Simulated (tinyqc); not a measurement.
Peierls distortion of a half-filled chain, step by step. Values are carried at full precision from step to step, so a last printed digit may differ when a step is redone from the rounded ones.

Atoms move by +/- u, so bonds change by -/+ 2u and hoppings are t +/- 2 al u. Bands E = -/+ sqrt((2 t cos x)^2 + D^2 sin^2 x) with D = 4 al u, x = k a in (0, pi/2); the gap is 2D. Energy per atom at zero temperature: E(u) = -mean_x sqrt(...) + 2 K u^2; exactly, the mean is (4t/pi) E(1 - z^2), z = D/2t, E the complete elliptic integral of the second kind with parameter m. Coupling lambda = 2 al^2/(pi t K).

Constants: kB = 8.617333262e-05 eV/K.

Inputs chosen for the exercise: t = 2.36 eV (hopping of the even chain); al = 5.7 eV/angstrom (change of hopping with bond length); K = 37.3 eV/angstrom^2 (spring constant of a bond); u = 0.011 angstrom (trial shift of alternate atoms); N = 4 (k points).

## Energy at a trial distortion

Use the mesh x_j = (j + 1/2) pi/(2N), j = 0 .. N-1, and also the elliptic integral.

D = 0.2508 eV

|E| on the mesh (eV): 4.6296  3.9270  2.6306  0.9531

band energy on the mesh = -3.0351 eV
elastic energy = 0.0090 eV
total, exact = -3.0120 eV
exact E(u) - E(0) = -0.0072 eV

This distortion lowers the energy; the mesh errs by -14.00 meV.

## The equilibrium distortion

dE/du = 0 gives 1 = (4 al^2/K) mean(sin^2 x/|E|); solve with the exact mean, and compare with the weak-coupling form D = 8 t exp(-1 - 1/(2 lambda)).

lambda = 0.2350
u0 = 0.0380 angstrom
gap 2D = 1.731 eV
gap, weak coupling = 1.654 eV
E(u0) - E(0) per atom = -24.26 meV

Long and short bonds differ by 4 u0 = 0.1519 angstrom. The weak-coupling gap is 0.955 of the full one. The gain is far smaller than the gap, since only states near the zone edge move.

## Length and phonon scales

Coherence length xi/a = 2t/D with D half the gap; mean-field transition kB Tp = D/1.764 (weak coupling); for the optical mode at the zone edge (omega_R/omega_0)^2 = 2 lambda at weak coupling.

xi/a = 5.45
Tp = 5.69e+03 K
omega_R/omega_0 = 0.686

Tp is a mean-field scale: in a single chain fluctuations forbid the transition, and coupling between chains sets the real one, far lower.

## Checks

- Total energy at u0 on 4000 points against the elliptic integral (eV): both -3.02911.

(tinyqc, `OMP_NUM_THREADS=1 python tinyqc.py 1681487 1681488 out.jsonl`, Intel(R) Xeon(R) Processor @ 2.30GHz, 1 thread, shared host, about 0.1 s.)
